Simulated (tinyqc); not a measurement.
# Tunnelling through a two-layer gate stack, WKB transmission and Tsu-Esaki current: two studies

Electrons leave the emitter at x = 0. Energies E (motion across the layers) are in eV from the emitter Fermi level; the collector Fermi level lies at -V and offers states at every E. No charge in the dielectric and no image force: F1 = V/(t1 + t2 eps1/eps2), F2 = F1 eps1/eps2; U = phi1 - F1 x in layer 1 and phi2 - F1 t1 - F2 (x - t1) in layer 2. With C = hbar^2/(2 m0), kappa = sqrt(m (U - E)/C) where U > E and 0 elsewhere; T(E) = exp(-S), S = 2 times the integral of kappa over x.

Values chosen for this exercise; layer 1 close to silicon dioxide, layer 2 close to hafnium oxide:
- T = 300 K (temperature)
- Ef = 0.19 eV (Fermi energy of the emitter above its band bottom)
- me = 1 m0 (emitter mass in the supply function)
- phi1 = 3.2 eV (barrier of layer 1 above the emitter Fermi level at zero bias)
- m1 = 0.52 m0 (tunnelling mass of layer 1)
- t1 = 0.8 nm (thickness of layer 1)
- eps1 = 3.86 (relative permittivity of layer 1)
- phi2 = 1.53 eV (barrier of layer 2 at zero bias)
- m2 = 0.19 m0 (tunnelling mass of layer 2)
- t2 = 3.5 nm (thickness of layer 2)
- eps2 = 21.3 (relative permittivity of layer 2)
- V = 0.5 V (voltage across the dielectric)

Constants: q = 1.602176634e-19 C, kB = 1.380649e-23 J/K, hbar = 1.054571817e-34 J s, m0 = 9.1093837015e-31 kg, Vt = kB T/q, hbar^2/(2 m0) = 0.0380998212 eV nm^2. Results are converted to the units shown.

Each table varies one quantity; the others keep the values above.

## Effect of the barrier height

Each layer adds (2/F) sqrt(m/C) [G(u at its left edge) - G(u at its right edge)] to S, with u = U - E (0 where negative) and G(u) = (2/3) u^1.5. J = J0 times the integral of T(E) N(E) dE, N = ln[(1 + exp(-E/Vt))/(1 + exp((-E - V)/Vt))], J0 = q^2 me m0 kB T/(2 pi^2 hbar^3) (times 1e-4 for A/cm^2 per eV), from E = -Ef to far above the barrier (T = 1 there), by quadrature converged to the digits shown.

Effect of the barrier height:
```
phi1 (eV)  S at E = 0   T(E = 0)  J (A/cm^2)  mean E of the current (eV)
1.6             23.83  4.480e-11    0.005177                    -0.08567
1.9             24.53  2.225e-11    0.002617                    -0.08656
2.2             25.17  1.170e-11    0.001396                    -0.08725
2.5             25.77  6.441e-12    7.771e-4                    -0.08780
2.8             26.33  3.679e-12    4.481e-4                    -0.08825
3.1             26.86  2.167e-12    2.661e-4                    -0.08864
3.4             27.36  1.311e-12    1.620e-4                    -0.08897
3.7             27.84  8.107e-13    1.008e-4                    -0.08926
```

J falls from 0.00518 to 1.01e-4 A/cm^2, on average 0.814 decades for each eV, while S rises from 23.8 to 27.8.

## Current against voltage

Same model as above.

Current against voltage:
```
V (V)  S at E = 0   T(E = 0)  J (A/cm^2)  mean E of the current (eV)
0.2         28.81  3.090e-13    3.972e-5                    -0.09051
0.49        27.09  1.718e-12    2.119e-4                    -0.08886
0.77        25.27  1.064e-11    0.001226                    -0.08549
1.06        23.13  9.039e-11    0.009448                    -0.08011
1.35        20.55   1.192e-9      0.1070                    -0.06868
1.64        16.71   5.521e-8       3.452                    -0.04020
1.92        13.45   1.441e-6       110.1                    -0.06065
2.21        11.21   1.358e-5        1337                    -0.07755
2.5         9.791   5.595e-5        7262                    -0.09105
```

What does the comparison show?

J rises from 3.97e-5 to 7260 A/cm^2, by 2.51 decades a volt between the first two rows and 2.53 between the last two. From V = 1.64 V on (among the rows) a band edge falls below the emitter Fermi level, so electrons at E = 0 no longer cross the full thickness. In 4 of the 9 rows the field exceeds 10 MV/cm (up to 17.4), more than most dielectrics sustain; the model ignores breakdown.

Numbers from tinyqc (`OMP_NUM_THREADS=1 python tinyqc.py 2540080 2540081 out.jsonl`; about 0.03 s on one thread of a shared Intel Xeon 2.30GHz).
